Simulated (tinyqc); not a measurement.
Worked calculation: two-band k.p model of the Delta valleys near the X point under shear strain. Values are carried at full precision from step to step, so a last printed digit may differ when a step is redone from the rounded ones.

Constants: hbar^2/2m0 = 3.80998211 eV angstrom^2.

Inputs chosen for the exercise (near those of Si; the results hold for these values, not for the real material): a = 5.419 angstrom (lattice constant); ml = 0.908 m0 (longitudinal mass); mt = 0.193 m0 (transverse mass); kx0 = 0.156 2 pi/a (distance of the minimum from X); D = 13.6 eV (shear deformation potential); Mp = 0.233 m0 (coupling mass); exy = 0.0094 (shear strain); k = (0.021, 0.07, 0.032) 1/angstrom (wave vector from X).

## Scales

k0 = kx0 2 pi/a; Delta = 2 c k0^2/ml with c = hbar^2/2m0, half the splitting of the two bands at k0; eta = D exy/Delta measures the shear coupling against it.

k0 = 0.18088 1/angstrom
Delta = 0.27456 eV
eta = 0.4656
splitting of the two bands at X, 2 |D exy| = 0.2557 eV

## The Hamiltonian at one k

Valley pair on the [001] axis, kz counted from the X point, c = hbar^2/2m0, k0 = kx0 2 pi/a. H = (c kz^2/ml + c (kx^2 + ky^2)/mt + c k0^2/ml) 1 + (2 c k0 kz/ml) sigma_z + (D exy - 2 c kx ky/Mp) sigma_x, so E = c kz^2/ml + c (kx^2 + ky^2)/mt + c k0^2/ml -/+ sqrt((2 c k0 kz/ml)^2 + (D exy - 2 c kx ky/Mp)^2). Without strain the lower band has its minima, E = 0, at kz = +/- k0. Shifts from diagonal strain are left out.

Fill in the 2 x 2 matrix (sigma_z diagonal) and give its levels.

H(k) (eV):
$$\begin{pmatrix}
0.2956 & 0.0798 \\
0.0798 & 0.1984
\end{pmatrix}$$

levels (eV): [0.1536, 0.3404]

## Position, depth and masses of the minimum

For |eta| < 1: k_min = k0 sqrt(1 - eta^2), E_min = -Delta eta^2/2, ml(eta) = ml/(1 - eta^2), 1/m[110] = 1/mt + eta/Mp, 1/m[1-10] = 1/mt - eta/Mp. For |eta| > 1 the minimum sits at X: E_min = -Delta (2 |eta| - 1)/2, ml(eta) = ml/(1 - 1/|eta|), and eta is replaced by its sign in the transverse masses.

k_min = 0.1601 1/angstrom
E_min = -29.76 meV
ml(eta) = 1.159 m0

masses along [110] and [1-10] (m0): [0.1393, 0.3142]

The minimum has moved 11.5 % of the way to X; electrons are lighter along [110] (-27.8 % against mt) and heavier across (+62.8 %).

## The two bands along kz

kx = ky = 0, kz from 0 to 1.6 k0 in steps of 0.2 k0, with and without the strain.

Levels (eV):
```
kz/k0  kz (1/angstrom)    lower   upper  lower, no strain  upper, no strain
0.0             0.0000   0.0094  0.2651            0.1373            0.1373
0.2             0.0362   0.0036  0.2819            0.0879            0.1977
0.4             0.0724  -0.0093  0.3278            0.0494            0.2691
0.6             0.1085  -0.0218  0.3952            0.0220            0.3514
0.8             0.1447  -0.0290  0.4793            0.0055            0.4448
1.0             0.1809  -0.0283  0.5774            0.0000            0.5491
1.2             0.2171  -0.0184  0.6884            0.0055            0.6644
1.4             0.2532   0.0013  0.8114            0.0220            0.7907
1.6             0.2894   0.0312  0.9462            0.0494            0.9280
```

## Checks

- Depth of the minimum by numerical search against the closed form (eV): both -0.029762.
- Mass along [110] by finite differences against the closed form: both 0.1393.

Run: tinyqc, `OMP_NUM_THREADS=1 python tinyqc.py 1080914 1080915 out.jsonl`; Intel(R) Xeon(R) Processor @ 2.30GHz, one thread, shared host; about 0.01 s of CPU time with all checks.
